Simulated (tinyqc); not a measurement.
## Polarisation charge from two barrier thicknesses

Question. VT = phiB - dEc - q sigma d/(eps0 eps_r). Find sigma, phiB - dEc and the thickness at which VT = 0.

Inputs (values chosen for the exercise):
```
symbol  value  unit                                       meaning
eps_r     9.5        relative permittivity of barrier and channel
```

Constants: q = 1.602176634e-19 C, eps0 = 8.8541878128e-14 F/cm where lengths are in cm. Results are converted to the units shown.

VT for d = 25 and 31 nm (V): -6.7344780  -8.5453927

Solution. VT is linear in d.

sigma = 1.58e13 cm^-2
phiB - dEc = 0.811 V
thickness for VT = 0 = 2.69 nm

tinyqc, about 0.02 s, one thread, Intel Xeon 2.30GHz (shared host): `OMP_NUM_THREADS=1 python tinyqc.py 2570009 2570010 out.jsonl`
